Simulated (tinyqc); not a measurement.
Worked calculation: Pariser-Parr-Pople SCF with singles CI, for the molecule C=CC1=CC(=C)C=CC=C1 (SMILES; centres numbered as the heavy atoms are written). Computed by tinyqc, a small Python program that keeps every step. Settings: charge = 0, gamma = Ohno, start = core, damping = 0.3, iteration cap = 55, excitations kept = 4. Command: `OMP_NUM_THREADS=1 python tinyqc.py 24838 24839 out.jsonl` (the two numbers bound the seeds that draw the settings). One thread of a shared host (Intel(R) Xeon(R) Processor @ 2.60GHz), about 0.03 s of CPU time with the checks. Later iterations appear only in the table of the cycle.

## PPP integrals

Centres (angstrom, eV; a flat drawing with bonds scaled to 1.40 angstrom):
```
centre,x,y,core charge z,W,gamma_rr
1C,-3.392000,-0.259000,1,9.510000,11.940000
2C,-2.200000,-0.993000,1,9.510000,11.940000
3C,-0.969000,-0.327000,1,9.510000,11.940000
4C,0.165000,-1.148000,1,9.510000,11.940000
5C,1.514000,-0.773000,1,9.510000,11.940000
6C,2.437000,-1.826000,1,9.510000,11.940000
7C,2.062000,0.515000,1,9.510000,11.940000
8C,1.397000,1.747000,1,9.510000,11.940000
9C,0.019000,1.994000,1,9.510000,11.940000
10C,-1.034000,1.071000,1,9.510000,11.940000
```

Resonance integrals (eV):
```
i,j,beta
1,2,-2.390000
2,3,-2.390000
3,4,-2.390000
4,5,-2.390000
5,6,-2.390000
5,7,-2.390000
7,8,-2.390000
8,9,-2.390000
9,10,-2.390000
10,3,-2.390000
```

Ohno: gamma = 14.399645/sqrt(R^2 + a^2), a = 2 x 14.399645/(gamma_rr + gamma_ss); H_rr = -W_r - sum_(s != r) z_s gamma_rs; H_rs = beta for bonds.

repulsion gamma_rs (eV):
```
,1C,2C,3C,4C,5C,6C,7C,8C,9C,10C
1C,11.940000,7.793210,5.318634,3.730803,2.835616,2.339407,2.553529,2.701427,3.378545,4.858676
2C,7.793210,11.940000,7.794013,5.414898,3.681746,2.960979,3.077497,3.076984,3.681273,5.413978
3C,5.318634,7.794013,11.940000,7.792780,5.149750,3.681068,4.274122,4.273462,5.150086,7.794342
4C,3.730803,5.414898,7.792780,11.940000,7.792291,5.413207,5.149759,4.273572,4.274583,5.150620
5C,2.835616,3.681746,5.149750,7.792291,11.940000,7.791935,7.793635,5.149788,4.274991,4.274741
6C,2.339407,2.960979,3.681068,5.413207,7.791935,11.940000,5.413499,3.681057,3.077468,3.077375
7C,2.553529,3.077497,4.274122,5.149759,7.793635,5.413499,11.940000,7.792721,5.150710,4.274418
8C,2.701427,3.076984,4.273462,4.273572,5.149788,3.681057,7.792721,11.940000,7.792899,5.148916
9C,3.378545,3.681273,5.150086,4.274583,4.274991,3.077468,5.150710,7.792899,11.940000,7.791935
10C,4.858676,5.413978,7.794342,5.150620,4.274741,3.077375,4.274418,5.148916,7.791935,11.940000
```

core matrix H (eV):
```
,1C,2C,3C,4C,5C,6C,7C,8C,9C,10C
1C,-45.019847,-2.390000,0.000000,0.000000,0.000000,0.000000,0.000000,0.000000,0.000000,0.000000
2C,-2.390000,-52.404580,-2.390000,0.000000,0.000000,0.000000,0.000000,0.000000,0.000000,0.000000
3C,0.000000,-2.390000,-60.738256,-2.390000,0.000000,0.000000,0.000000,0.000000,0.000000,-2.390000
4C,0.000000,0.000000,-2.390000,-58.502512,-2.390000,0.000000,0.000000,0.000000,0.000000,0.000000
5C,0.000000,0.000000,0.000000,-2.390000,-58.254492,-2.390000,-2.390000,0.000000,0.000000,0.000000
6C,0.000000,0.000000,0.000000,0.000000,-2.390000,-46.945994,0.000000,0.000000,0.000000,0.000000
7C,0.000000,0.000000,0.000000,0.000000,-2.390000,0.000000,-54.989890,-2.390000,0.000000,0.000000
8C,0.000000,0.000000,0.000000,0.000000,0.000000,0.000000,-2.390000,-53.400826,-2.390000,0.000000
9C,0.000000,0.000000,0.000000,0.000000,0.000000,0.000000,0.000000,-2.390000,-54.082488,-2.390000
10C,0.000000,0.000000,-2.390000,0.000000,0.000000,0.000000,0.000000,0.000000,-2.390000,-57.295002
```

## Starting guess

pi electrons, sum of z_r less the charge = 10

Orbitals of the core matrix H.

P at the start:
```
,1C,2C,3C,4C,5C,6C,7C,8C,9C,10C
1C,0.007783,0.041033,0.090094,-0.047131,-0.001833,0.000445,0.033701,0.005727,-0.033883,-0.034103
2C,0.041033,0.224663,0.552322,-0.177619,-0.023134,-0.001474,0.144479,0.019901,-0.156858,-0.118946
3C,0.090094,0.552322,1.763892,0.123135,-0.089406,-0.020213,0.119352,-0.009811,-0.175284,0.186180
4C,-0.047131,-0.177619,0.123135,1.898466,0.140027,-0.036919,-0.235034,0.096008,0.179719,-0.161550
5C,-0.001833,-0.023134,-0.089406,0.140027,1.701388,0.338759,0.462117,-0.250443,-0.222627,0.198295
6C,0.000445,-0.001474,-0.020213,-0.036919,0.338759,0.071419,0.064021,-0.092113,-0.065689,0.065633
7C,0.033701,0.144479,0.119352,-0.235034,0.462117,0.064021,0.990732,0.744201,0.222441,-0.295724
8C,0.005727,0.019901,-0.009811,0.096008,-0.250443,-0.092113,0.744201,0.968812,0.586650,-0.141722
9C,-0.033883,-0.156858,-0.175284,0.179719,-0.222627,-0.065689,0.222441,0.586650,0.771970,0.641646
10C,-0.034103,-0.118946,0.186180,-0.161550,0.198295,0.065633,-0.295724,-0.141722,0.641646,1.600875
```

## Iteration 1: Fock matrix

F_rr = H_rr + P_rr gamma_rr / 2 + sum_(s != r) P_ss gamma_rs; F_rs = H_rs - P_rs gamma_rs / 2; E = tr P (H + F) / 2 + core repulsion sum_(r<s) z_r z_s gamma_rs.

F (eV):
```
,1C,2C,3C,4C,5C,6C,7C,8C,9C,10C
1C,-6.233374,-2.549890,-0.239588,0.087918,0.002599,-0.000521,-0.043028,-0.007736,0.057238,0.082849
2C,-2.549890,-2.960415,-4.542402,0.480894,0.042587,0.002182,-0.222317,-0.030618,0.288718,0.321986
3C,-0.239588,-4.542402,0.231717,-2.869784,0.230210,0.037203,-0.255062,0.020963,0.451364,-3.115575
4C,0.087918,0.480894,-2.869784,2.254498,-2.935567,0.099926,0.605185,-0.205149,-0.384112,0.416041
5C,0.002599,0.042587,0.230210,-2.935567,0.039581,-3.709793,-4.190787,0.644865,0.475864,-0.423830
6C,-0.000521,0.002182,0.037203,0.099926,-3.709793,0.422491,-0.173288,0.169536,0.101078,-0.100988
7C,-0.043028,-0.222317,-0.255062,0.605185,-4.190787,-0.173288,0.967096,-5.289673,-0.572865,0.632024
8C,-0.007736,-0.030618,0.020963,-0.205149,0.644865,0.169536,-5.289673,-0.249712,-4.675853,0.364858
9C,0.057238,0.288718,0.451364,-0.384112,0.475864,0.101078,-0.572865,-4.675853,1.198809,-4.889833
10C,0.082849,0.321986,-3.115575,0.416041,-0.423830,-0.100988,0.632024,0.364858,-4.889833,-0.225938
```

pi energy = -87.810193 eV

## Iteration 1: orbitals and new P

Diagonalise F (the basis is taken as orthonormal) and form P = 2 sum c c over the lowest orbitals; 0.3 of the old P is kept.

orbital energies (eV): -8.675127  -7.874372  -5.489509  -4.894752  -2.716160  0.568219  2.785394  4.056189  8.654651  9.030220

P after iteration 1:
```
,1C,2C,3C,4C,5C,6C,7C,8C,9C,10C
1C,1.364931,0.141183,-0.104021,-0.095284,0.021755,0.070959,-0.019416,-0.022059,0.043516,0.017481
2C,0.141183,0.971585,0.743381,0.021676,-0.092806,-0.142595,0.152972,0.082871,-0.218735,-0.167499
3C,-0.104021,0.743381,1.139629,0.225261,0.026315,0.011553,-0.009815,-0.073190,-0.006361,0.344538
4C,-0.095284,0.021676,0.225261,0.737356,0.331676,0.198988,-0.033397,-0.076276,0.037196,0.087104
5C,0.021755,-0.092806,0.026315,0.331676,1.279708,0.632315,0.451045,-0.129466,-0.157299,0.074459
6C,0.070959,-0.142595,0.011553,0.198988,0.632315,0.421123,0.119475,-0.189973,-0.080527,0.111459
7C,-0.019416,0.152972,-0.009815,-0.033397,0.451045,0.119475,0.893854,0.764785,0.154077,-0.322030
8C,-0.022059,0.082871,-0.073190,-0.076276,-0.129466,-0.189973,0.764785,1.055893,0.546941,-0.098472
9C,0.043516,-0.218735,-0.006361,0.037196,-0.157299,-0.080527,0.154077,0.546941,0.822712,0.727520
10C,0.017481,-0.167499,0.344538,0.087104,0.074459,0.111459,-0.322030,-0.098472,0.727520,1.313208
```

## Iteration 2: Fock matrix

As before.

F (eV):
```
,1C,2C,3C,4C,5C,6C,7C,8C,9C,10C
1C,-1.578379,-2.940135,0.276624,0.177743,-0.030845,-0.083001,0.024790,0.029795,-0.073510,-0.042468
2C,-2.940135,-0.995425,-5.286961,-0.058687,0.170843,0.211111,-0.235386,-0.127497,0.402611,0.453418
3C,0.276624,-5.286961,-2.410751,-3.267707,-0.067758,-0.021264,0.020975,0.156387,0.016380,-3.732724
4C,0.177743,-0.058687,-3.267707,-3.218654,-3.682259,-0.538582,0.085993,0.162986,-0.079500,-0.224321
5C,-0.030845,0.170843,-0.067758,-3.682259,-6.736512,-4.853478,-4.147640,0.333360,0.336225,-0.159145
6C,-0.083001,0.211111,-0.021264,-0.538582,-4.853478,-4.905216,-0.323388,0.349651,0.123910,-0.171500
7C,0.024790,-0.235386,0.020975,0.085993,-4.147640,-0.323388,-4.177659,-5.369879,-0.396802,0.688246
8C,0.029795,-0.127497,0.156387,0.162986,0.333360,0.349651,-5.369879,-4.120153,-4.521128,0.253511
9C,-0.073510,0.402611,0.016380,-0.079500,0.336225,0.123910,-0.396802,-4.521128,-2.130053,-5.224395
10C,-0.042468,0.453418,-3.732724,-0.224321,-0.159145,-0.171500,0.688246,0.253511,-5.224395,-2.448445
```

pi energy = -100.544216 eV

## Iteration 2: orbitals and new P

As before.

orbital energies (eV): -13.772341  -10.748419  -9.753710  -6.251084  -3.690332  -1.245382  -0.660468  2.448334  4.529063  6.423091

P after iteration 2:
```
,1C,2C,3C,4C,5C,6C,7C,8C,9C,10C
1C,0.903007,0.517479,0.101131,-0.369329,-0.074927,0.288029,0.037492,0.032710,-0.043996,-0.054279
2C,0.517479,0.977298,0.697245,-0.035439,-0.109518,-0.022587,0.133544,0.056905,-0.205368,-0.095903
3C,0.101131,0.697245,1.015227,0.456793,0.034138,-0.140671,-0.040536,-0.067951,0.036570,0.365888
4C,-0.369329,-0.035439,0.456793,0.951722,0.463317,-0.168769,0.055166,-0.139475,-0.090305,0.109922
5C,-0.074927,-0.109518,0.034138,0.463317,1.175959,0.682031,0.425645,-0.059080,-0.129092,-0.014636
6C,0.288029,-0.022587,-0.140671,-0.168769,0.682031,1.017401,-0.030473,-0.228392,0.068201,0.189201
7C,0.037492,0.133544,-0.040536,0.055166,0.425645,-0.030473,0.960209,0.797713,0.065339,-0.347051
8C,0.032710,0.056905,-0.067951,-0.139475,-0.059080,-0.228392,0.797713,1.019015,0.507736,0.000250
9C,-0.043996,-0.205368,0.036570,-0.090305,-0.129092,0.068201,0.065339,0.507736,0.895511,0.783151
10C,-0.054279,-0.095903,0.365888,0.109922,-0.014636,0.189201,-0.347051,0.000250,0.783151,1.084651
```

## Convergence

Stop when output and input P, before any damping, agree to 1e-7.

Course of the cycle:
```
iteration,E (eV),largest |P(out) - P(in)|
1,-87.81019302,1.94e+00
2,-100.54421593,8.52e-01
3,-107.25998571,2.95e-01
4,-110.67497079,1.46e-01
5,-112.07212320,8.74e-02
6,-112.62620411,5.92e-02
7,-112.84609327,3.90e-02
8,-112.93408301,2.54e-02
9,-112.96962447,1.63e-02
10,-112.98411325,1.05e-02
11,-112.99007489,6.68e-03
...,...,...
41,-112.99439743,1.14e-06
42,-112.99439743,8.86e-07
43,-112.99439743,6.91e-07
44,-112.99439743,5.39e-07
45,-112.99439743,4.21e-07
46,-112.99439743,3.28e-07
47,-112.99439743,2.56e-07
48,-112.99439743,2.00e-07
49,-112.99439743,1.56e-07
50,-112.99439743,1.22e-07
51,-112.99439743,9.51e-08
```

Converged in 51 iterations.

## Converged orbitals

Charges are z - P_rr.

orbital energies (eV): -13.218590  -11.356231  -10.729087  -9.090991  -6.758134  0.372465  0.960525  2.962306  5.028351  5.588804

coefficients:
```
,MO1,MO2,MO3,MO4,MO5,MO6,MO7,MO8,MO9,MO10
1C,0.139671,0.340929,-0.071723,0.555714,0.218396,0.322908,-0.314919,-0.504674,-0.133718,0.163031
2C,0.260114,0.457224,-0.088512,0.459243,0.078733,-0.169775,0.206931,0.545581,0.212365,-0.289738
3C,0.457350,0.388826,-0.047862,-0.248439,-0.276905,-0.333760,0.254154,-0.141866,-0.285549,0.470428
4C,0.380792,0.089352,-0.313624,-0.303493,-0.367545,0.552214,-0.016204,-0.074643,0.026937,-0.458210
5C,0.356902,-0.323330,-0.463120,-0.047669,0.236081,0.085770,-0.278063,0.295555,0.311287,0.476093
6C,0.170553,-0.215334,-0.343449,-0.058784,0.591730,-0.173541,0.456961,-0.292812,-0.209183,-0.290791
7C,0.298930,-0.432948,-0.028653,0.325427,-0.309786,-0.379012,-0.370049,0.034056,-0.415521,-0.257103
8C,0.295100,-0.379776,0.319497,0.327393,-0.246789,0.096934,0.449379,-0.270415,0.450569,0.105080
9C,0.313589,-0.113119,0.536122,-0.063226,0.302531,0.415920,0.074425,0.358647,-0.437596,0.085272
10C,0.356949,0.141999,0.404485,-0.321922,0.282954,-0.295062,-0.403235,-0.214348,0.383327,-0.250149
```

pi charges: 1C 0.005200, 2C -0.003301, 3C -0.002087, 4C 0.042914, 5C -0.008815, 6C -0.094028, 7C 0.041011, 8C -0.002968, 9C 0.011835, 10C 0.010238

## Singles CI, singlets

Over the 4 single excitations with the smallest orbital gaps: A = (e_a - e_i) delta + 2 (ia|jb) - (ij|ab), with (pq|rs) = sum c_mp c_mq gamma_mn c_nr c_ns. f = 2/3 w |mu|^2 in atomic units, mu = sqrt2 sum c_ia sum_m c_mi c_ma R_m.

singlet CI matrix (eV):
```
,5>6,5>7,4>6,5>8
5>6,2.653563,-0.606907,0.315081,-0.113481
5>7,-0.606907,4.080629,-0.296722,0.043021
4>6,0.315081,-0.296722,5.271246,0.087966
5>8,-0.113481,0.043021,0.087966,5.836222
```

singlet excitation energies (eV): 2.414049  4.164207  5.412261  5.851143

oscillator strengths: 0.050027  0.717689  1.390296  0.228785

## Singles CI, triplets

Over the 4 single excitations with the smallest orbital gaps: A = (e_a - e_i) delta - (ij|ab), with (pq|rs) = sum c_mp c_mq gamma_mn c_nr c_ns.

triplet CI matrix (eV):
```
,5>6,5>7,4>6,5>8
5>6,1.568105,-0.075981,-0.133418,-0.439481
5>7,-0.075981,2.066972,0.533174,0.754461
4>6,-0.133418,0.533174,3.916676,0.471446
5>8,-0.439481,0.754461,0.471446,4.889754
```

triplet excitation energies (eV): 1.504909  1.803702  3.746902  5.385995
